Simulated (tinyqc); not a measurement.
Gap against bias: four-band model of biased bilayer graphene near K.

Basis A1, B1, A2, B2, with B1 below A2; p = kx + i ky, v_j = (sqrt3/2) a g_j. Diagonal -U/2, -U/2, U/2, U/2; <A1|B1> = <A2|B2> = v0 p*, <B1|A2> = g1, <A1|B2> = v3 p, <A1|A2> = <B1|B2> = -v4 p*.

Inputs chosen for the exercise (near those used for Bernal bilayer graphene; the results hold for these values, not for the real material):
- a = 2.46 angstrom (lattice constant)
- g0 = 2.7 eV (hopping in a layer)
- g1 = 0.392 eV (hopping of the dimer sites)
- g3 = 0.27 eV (skew hopping A1-B2)
- g4 = 0.15 eV (skew hopping A1-A2)

Closed form for g3 = g4 = 0: gap U g1/sqrt(U^2 + g1^2), ring radius as (U/2 v0) sqrt((2 g1^2 + U^2)/(g1^2 + U^2)). Last column: lowest band 3 less highest band 2 of the full matrix on a polar grid, |k| = 0 to 0.08 in steps of 0.001 1/angstrom, angles 0, 15, 30, 45, 60 degrees.

Gap:
```
U (eV)  gap (eV)  kg (1/angstrom)  gap/U  gap on the grid (eV)
0.02      0.0200           0.0025  0.999                0.0190
0.05      0.0496           0.0061  0.992                0.0476
0.10      0.0969           0.0121  0.969                0.0919
0.15      0.1401           0.0178  0.934                0.1314
0.20      0.1782           0.0233  0.891                0.1654
0.30      0.2382           0.0333  0.794                0.2178
0.40      0.2800           0.0424  0.700                0.2528
0.60      0.3282           0.0594  0.547                0.2901
```

What can be read from this table?

The gap follows U while U << g1 (ratio 0.992 at 0.05 eV) and bends towards g1 = 0.392 eV, reaching 0.328 eV at 0.6. The skew hoppings change it by -5.0 meV at U = 0.1 and -27.1 meV at 0.4 eV. U is the screened difference, smaller than the applied field times the layer distance.

(tinyqc, `OMP_NUM_THREADS=1 python tinyqc.py 1480633 1480634 out.jsonl`, Intel(R) Xeon(R) Processor @ 2.30GHz, 1 thread, shared host, about 0.03 s.)
